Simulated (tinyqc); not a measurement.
Changing the temperature T: concentration-dependent dopant diffusion with charged defects and the built-in field. Computed by tinyqc, a small Python program. Command: `OMP_NUM_THREADS=1 python tinyqc.py 3006325 3006326 out.jsonl extrinsic sweep`. One thread of a shared host (Intel(R) Xeon(R) Processor @ 2.30GHz), about 0.9 s of CPU time with the checks.

A constant source C_s feeds a half space. The dopant moves through neutral point defects and through charged ones, whose number grows with the majority carrier density n.

Inputs (values chosen for the exercise, modelled on arsenic in silicon):
```
quantity                        value    unit
neutral prefactor D0x          0.0112  cm^2/s
neutral activation energy E0     3.43      eV
singly charged prefactor D01     29.8  cm^2/s
activation energy E1             4.16      eV
surface concentration C_s     3.9e+19  1/cm^3
junction level C_B            1.5e+16  1/cm^3
time t                           1500       s
```

Field enhancement: on.

Constants: k_B = 8.617333262e-05 eV/K.

Method:
- n_i = 3.87e16 T^1.5 exp(-7014/T) per cm^3 (T in kelvin, an empirical form); each D = prefactor x exp(-E/(k_B T)); the intrinsic diffusivity D_i is their sum.
- Temperatures in kelvin are T(C) + 273.15.
- n = C/2 + sqrt(C^2/4 + n_i^2); D(C) = h [Dx + D1 (n/n_i)], h = 1 + C/sqrt(C^2 + 4 n_i^2).
- With y = x/sqrt(D_s t), u = C/C_s and q = -(D/D_s) du/dy: du/dy = -q D_s/D, dq/dy = -(y/2) q D_s/D, u(0) = 1. The surface flux q(0) is shot so that u tends to 0 (LSODA, an adaptive multistep solver, relative tolerance 1e-10). Dose Q = 2 q(0) C_s sqrt(D_s t).
- The junction lies where C = C_B.

One run for each value:
```
temperature T (C)  junction depth x_j (nm)  enhancement D_s/D_i  n_i (1/cm^3)  intrinsic diffusivity D_i (cm^2/s)
850                                  10.46               16.974    2.8264e+18                          1.0972e-17
900                                  22.89               13.758    3.9372e+18                          6.0711e-17
950                                  47.42               11.087    5.3521e+18                          2.9811e-16
1000                                 93.74                8.929    7.1191e+18                          1.3120e-15
1050                                177.71                7.215    9.2883e+18                          5.2221e-15
1100                                324.40                5.869    1.1910e+19                          1.8958e-14
1150                                572.11                4.820    1.5037e+19                          6.3259e-14
```

Over the rows, junction depth x_j (nm) rises from 10.5 to 572; enhancement D_s/D_i falls from 17.0 to 4.82. The enhancement drops as T rises, because n_i grows relative to C_s.

Caution (all rows): at such concentrations dopants can cluster or exceed their solubility; the active fraction and the diffusivity then fall below the model.
